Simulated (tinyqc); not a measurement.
# Reflectance at normal incidence against thickness

Normal incidence on air, film (n1) and substrate (N2 = n2 - i k2): r01 = (1 - n1)/(1 + n1), r12 = (n1 - N2)/(n1 + N2), amplitude (r01 + r12 X)/(1 + r01 r12 X), X = exp(-4 pi i n1 d/lam), R its squared modulus, phase from 0 to 360 degrees.

Inputs (values chosen for the exercise): wavelength lam = 405 nm; index of the transparent film n1 = 2.038; index of the substrate n2 = 5.42; extinction coefficient of the substrate k2 = 0.329.

Reflectance at normal incidence against thickness:
```
d (nm)  R (%)  phase of the reflected amplitude (degrees)
0       47.54                                       178.7
12      43.45                                       159.1
25      30.29                                       133.5
38      10.62                                       94.28
50      1.920                                       342.7
62      14.05                                       256.7
75      33.31                                       221.4
88      44.81                                       197.0
100     47.50                                       177.7
```

What does the comparison show?

R goes from 47.5 through a minimum of 1.92 (at d = 50 nm among the rows listed) to 47.5 %. At a quarter wave, d = 49.7 nm, R = 1.87 %; for a transparent substrate it would vanish for n1 = sqrt(n2) = 2.33.

tinyqc, about 0.01 s, one thread, Intel Xeon 2.30GHz (shared host): `OMP_NUM_THREADS=1 python tinyqc.py 2870161 2870162 out.jsonl`
